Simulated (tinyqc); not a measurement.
Inside a calculation. Method: Hubbard chain of 4 sites. One step of it, computed by the program tinyqc.

Task: Mean-field iteration 3. H(up) = T + U n(down), H(down) = T + U n(up); fill the lowest levels; n(new) = n + mixing (n(out) - n); E = tr T (rho up + rho down) + U sum n_up n_down of the output.

one-body matrix (hopping and site energies) (eV):
```
           1          2          3          4
1   0.000000  -0.620000   0.000000   0.000000
2  -0.620000   0.000000  -0.620000   0.000000
3   0.000000  -0.620000   0.000000  -0.620000
4   0.000000   0.000000  -0.620000   0.000000
```

U = 4.400000 eV

electrons, up and down: 2  2

mixing = 0.200000

n(up) after iteration 2: 1 0.857834, 2 0.154671, 3 0.845329, 4 0.142166

n(down) after iteration 2: 1 0.142166, 2 0.845329, 3 0.154671, 4 0.857834

Give: levels, up; levels, down; energy; n(up) after iteration 3; n(down) after iteration 3.

Result:

levels, up (eV): 0.3640  0.5969  3.8031  4.0360

levels, down (eV): 0.3640  0.5969  3.8031  4.0360

energy = -0.4810 eV

n(up) after iteration 3: 1 0.8797, 2 0.1364, 3 0.8636, 4 0.1203

n(down) after iteration 3: 1 0.1203, 2 0.8636, 3 0.1364, 4 0.8797
